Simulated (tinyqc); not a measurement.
Length of a molecular wire: coherent transport through a tight-binding bridge. Computed by the program tinyqc. T = Gamma_L Gamma_R |G_1n|^2 with the self-energies of semi-infinite chains.

A uniform bridge between two chains:
```
parameter,value
site energy (eV),1.160000
hopping in the bridge (eV),1.210000
lead hopping (eV),1.750000
couplings (eV),"0.75, 0.75"
E (eV),-0.170000
```

Transmission against length:
```
sites,T,ln T
2,8.1791e-01,-0.201
3,3.0654e-01,-1.182
4,1.8129e-01,-1.708
5,5.9108e-01,-0.526
6,4.0549e-01,-0.903
8,4.2368e-01,-0.859
9,5.6319e-01,-0.574
10,1.8000e-01,-1.715
```

Estimate the missing row, sites = 7.

Computed row:
```
sites           T    ln T
7      1.7614e-01  -1.736
```

E lies inside the band of the bridge (|E - e|/2h = 0.550 < 1): T does not decay but oscillates with length, between 0.176 and 0.818 here, as levels of the bridge pass E.
